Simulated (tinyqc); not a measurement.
Mobility of a non-polar semiconductor in the relaxation-time approximation: one step, computed by the program tinyqc. Command: `OMP_NUM_THREADS=1 python tinyqc.py 3021727 3021728 out.jsonl rta walk`. One thread of a shared host (Intel(R) Xeon(R) Processor @ 2.30GHz), about 0.01 s of CPU time with the checks.

Each valley is treated as a sphere of mass m_d for states and rates, with one isotropic relaxation time; the conductivity mass m_c sets the current.

Problem. Fermi level and screening. Kane band: hbar^2 k^2/(2 m) = E (1 + alpha E), speed v = hbar k/(m (1 + 2 alpha E)), states per spin, volume and energy g(E) = m k (1 + 2 alpha E)/(2 pi^2 hbar^2); overlap factors are set to 1. Here m = m_d. Masses are multiplied by m_0 and all formulas are in SI units. The reduced Fermi level eta = E_F/(k_B T) solves n = 2 Z int g f dE with f = 1/(1 + exp(x - eta)) (Z = 1 unless valleys are given); screening length L_s = sqrt(eps_s eps_0 k_B T/(e^2 dn/deta)), dn/deta = 2 Z int g f (1 - f) dE. Integrals over x = E/(k_B T) use 160 Gauss-Legendre points in u = sqrt(x) from 0 to sqrt(max(eta, 0) + 32).

Inputs (values chosen for the exercise, modelled on electrons in silicon): equivalent valleys Z = 6; non-parabolicity alpha = 0.46 1/eV; static permittivity eps_s = 11.7; carrier density n = 2.7e+16 1/cm^3; temperature T = 200 K.

Band: Kane. Impurity formula: Conwell-Weisskopf. Further scattering: none.

density-of-states mass m_d = 0.3276945 m_0

Constants: k_B = 8.617333262e-05 eV/K; m_0 = 9.1093837015e-31 kg; e = 1.602176634e-19 C; hbar = 1.054571817e-34 J s; eps_0 = 8.8541878128e-12 F/m; k_B = 1.380649e-23 J/K.

Give: reduced Fermi level eta; screening length L_s.

Solution.

reduced Fermi level eta = -6.3735

screening length L_s = 20.322 nm

The gas is non-degenerate (eta < -2), and L_s is close to the Debye length.
